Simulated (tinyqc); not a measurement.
What moves the order: mean-field antiferromagnet of the Hubbard model on the simple cubic lattice.

e(k) = -2 t (cx + cy + cz) - 4 t2 (cx cy + cy cz + cz cx), ci = cos ki; one electron a site; Q = (pi, pi, pi). <n_up - n_dn> = m cos(Q.R) gives Delta = U m/2 and bands E = e+ -/+ sqrt(e-^2 + Delta^2), e+- = (e(k) +- e(k + Q))/2 (the constant U/2 is dropped). Means run over the mesh k_i = 2 pi (j + 1/2)/N of the whole zone: mu from mean(f(E-) + f(E+)) = 1; m(out) = mean of Delta (f(E-) - f(E+))/sqrt(e-^2 + Delta^2); free energy per site F = -kT mean[ln(1 + exp(-(E- - mu)/kT)) + ln(1 + exp(-(E+ - mu)/kT))] + mu + U m^2/4.

Constants: kB = 8.617333262e-05 eV/K.

Parameters, chosen for this exercise:
- t = 0.4 eV (nearest hopping)
- t2 = 0 eV (second hopping)
- U = 4.64 eV (on-site repulsion)
- T = 600 K

Mesh N = 16, start m = 0.9; the gap (negative: overlap) is read for that Delta on the unshifted mesh N = 24.

Results for these values:

| case | m | Delta (eV) | gap (eV) |
|---|---|---|---|
| base | 0.9217 | 2.1382 | 4.2765 |

What happens to each result for U = 5.104 eV, all else kept?

Answer: m rises from 0.9217 to 0.9340; Delta rises from 2.1382 to 2.3835; gap rises from 4.2765 to 4.7670.

The same for each parameter in turn:

| case | m | Delta (eV) | gap (eV) |
|---|---|---|---|
| base | 0.9217 | 2.1382 | 4.2765 |
| U = 5.104 eV | 0.9340 | 2.3835 | 4.7670 |
| t = 0.44 eV | 0.9073 | 2.1049 | 4.2099 |
| t2 = -0.02 eV | 0.9217 | 2.1382 | 4.1965 |
| T = 1200 K | 0.9217 | 2.1382 | 4.2765 |

Computed by tinyqc, a small Python program: `OMP_NUM_THREADS=1 python tinyqc.py 1651278 1651279 out.jsonl` (the numbers bound the seed that draws the inputs); one thread of a shared host (Intel(R) Xeon(R) Processor @ 2.30GHz), about 0.09 s for the whole set of steps.
